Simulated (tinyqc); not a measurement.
# Ballistic Schottky-barrier transistor with a one-dimensional channel, WKB contacts: two studies

Source Fermi level 0, drain Fermi level -Vd. Far from the contacts Ec = pn - psi, and the gate moves psi one to one; the band edges relax as exp(-x/lam) from pn at the source and pn - Vd at the drain; Ev = Ec - Eg. A carrier of energy w inside the channel band meets at a contact a barrier of height D (the contact edge beyond the channel edge): T = 1 for w >= D, else exp(-S), S = 4 lam sqrt(m/C) [sqrt(D - w) - sqrt(w) arctan sqrt((D - w)/w)], C = hbar^2/(2 m0). The two contacts combine as Ts Td/(Ts + Td - Ts Td).

Values chosen for this exercise; channel values close to those of a silicon nanowire with silicide contacts:
```
symbol  value  unit                                    meaning
T         250     K                                temperature
Eg       1.12    eV                                   band gap
pn        0.8    eV     barrier for electrons at both contacts
mn        0.2    m0                              electron mass
mp       0.24    m0                                  hole mass
g           2                              valleys or subbands
lam       2.7    nm           screening length at the contacts
Vd       0.05     V                                 drain bias
ps       0.55     V  band shift psi of the channel by the gate
```

Constants: q = 1.602176634e-19 C, kB = 1.380649e-23 J/K, hbar = 1.054571817e-34 J s, h = 6.62607015e-34 J s, m0 = 9.1093837015e-31 kg, Vt = kB T/q, hbar^2/(2 m0) = 0.0380998212 eV nm^2. Results are converted to the units shown.

Each table varies one quantity; the others keep the values above.

## Effect of the screening length

I = g (2 q^2/h) int T(w) [f(Es + w) - f(Ed + w)] dw, f(y) = 1/(1 + exp(y/Vt)). Electrons: Ds = psi, Dd = psi - Vd, Es = Ec, Ed = Ec + Vd. Holes: Ds = -psi, Dd = Vd - psi, Es = -Ev, Ed = -Ev - Vd. The size of each current is taken; both flow from drain to source and add. The integrals are converged.

Result of one run:

| lam (nm) | current of the electrons (uA) | share over the barriers (%) | \|d psi/d log10\| of this current (mV/decade) |
|---|---|---|---|
| 3.7 | 4.476e-11 | 5.018e-4 | 85.00 |

What becomes of these results when the screening length at the contacts lam is changed from 3.7 to 6.9 nm, all else the same?

Result of the changed run:

| lam (nm) | current of the electrons (uA) | share over the barriers (%) | \|d psi/d log10\| of this current (mV/decade) |
|---|---|---|---|
| 6.9 | 4.356e-13 | 0.05156 | 133.7 |

The whole series:

| lam (nm) | current of the electrons (uA) | share over the barriers (%) | \|d psi/d log10\| of this current (mV/decade) |
|---|---|---|---|
| 0.5 | 1.379e-6 | 1.628e-8 | 53.34 |
| 1.6 | 1.510e-8 | 1.488e-6 | 62.26 |
| 2.6 | 6.383e-10 | 3.518e-5 | 72.19 |
| 3.7 | 4.476e-11 | 5.018e-4 | 85.00 |
| 4.8 | 6.006e-12 | 0.003739 | 99.81 |
| 5.9 | 1.296e-12 | 0.01733 | 116.6 |
| 6.9 | 4.356e-13 | 0.05156 | 133.7 |
| 8 | 1.684e-13 | 0.1334 | 154.4 |

The current falls from 1.38e-6 to 1.68e-13 uA, while the share over the barriers rises from 1.63e-8 to 0.133 %: the thermionic part does not depend on lam, and a thinner barrier adds tunnelling. The swing rises from 53.3 to 154 mV/decade.

## Ambipolar transfer curve

Same model as above.

Swing = d(psi)/d(log10 I).

Ambipolar transfer curve:

| ps (V) | electrons (uA) | holes (uA) | I (uA) | swing (mV/decade) |
|---|---|---|---|---|
| -0.26 | 1.288e-21 | 0.001242 | 0.001242 | -91.72 |
| -0.15 | 2.126e-19 | 8.544e-5 | 8.544e-5 | -100.7 |
| -0.04 | 3.508e-17 | 8.077e-6 | 8.077e-6 | -111.2 |
| 0.07 | 1.212e-15 | 4.213e-7 | 4.213e-7 | -49.61 |
| 0.18 | 1.402e-14 | 2.553e-9 | 2.553e-9 | -49.61 |
| 0.29 | 2.263e-13 | 1.547e-11 | 1.570e-11 | -50.76 |
| 0.4 | 5.041e-12 | 9.377e-14 | 5.135e-12 | 82.42 |
| 0.51 | 1.394e-10 | 5.683e-16 | 1.394e-10 | 74.41 |
| 0.62 | 4.495e-9 | 3.444e-18 | 4.495e-9 | 71.61 |
| 0.73 | 1.629e-7 | 2.087e-20 | 1.629e-7 | 69.67 |
| 0.84 | 5.806e-6 | 1.265e-22 | 5.806e-6 | 75.86 |
| 0.95 | 9.563e-5 | 7.665e-25 | 9.563e-5 | 111.7 |

I goes from 0.00124 through a minimum of 5.13e-12 (at ps = 0.4 V among the rows listed) to 9.56e-5 uA; the exact minimum lies at psi = 0.354 V. Holes carry the left branch and electrons the right. The ratio of the last row to the smallest is 1.86e7 and of the first row 2.42e8, with barriers of 0.8 eV for electrons and 0.320 eV for holes. The steepest swing among the rows is 49.6 mV/decade, against the thermionic limit 49.6.

Range of the model: No scattering, image-force lowering, channel charge or band-to-band tunnelling; parabolic kappa overstates S deep in the gap.

Numbers from tinyqc (`OMP_NUM_THREADS=1 python tinyqc.py 2390142 2390143 out.jsonl`; about 0.04 s on one thread of a shared Intel Xeon 2.30GHz).
